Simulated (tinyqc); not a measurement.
A particle near a wafer in liquid: double-layer and van der Waals forces (DLVO), deposition barrier and removal: one step, computed by the program tinyqc.

Sphere and flat wall, Derjaguin approximation, constant potentials in the linear-superposition form, no retardation and no hydration force.

Task: Screening. kappa^2 = 2 z^2 e^2 N_A (1000 c)/(eps eps_0 k_B T); gamma_i = tanh(z e psi_i/(4 k_B T)); Z = 64 pi eps eps_0 (k_B T/(z e))^2 gamma_1 gamma_2.

Inputs (values chosen for the exercise, of the order of those for alumina on silica in water):
```
quantity                           value   unit
particle radius R                    320     nm
potential of the particle psi_1      -30     mV
potential of the wafer psi_2         -62     mV
salt concentration c               0.011  mol/L
valence z of the symmetric salt        1      -
temperature T                        298      K
dielectric constant of the liquid   78.4      -
```

Constants: e = 1.602176634e-19 C; N_A = 6.02214076e+23 1/mol; eps_0 = 8.8541878128e-12 F/m; k_B = 1.380649e-23 J/K; k_B = 8.617333262e-05 eV/K.

Give: kappa; Debye length; gamma_1; gamma_2; Z; kappa R.

Result:

kappa = 0.34508 1/nm

Debye length = 2.8979 nm

gamma_1 = -0.28403

gamma_2 = -0.53960

Z = 14.106 pN

kappa R = 110.42

Like signs: the double layers repel.
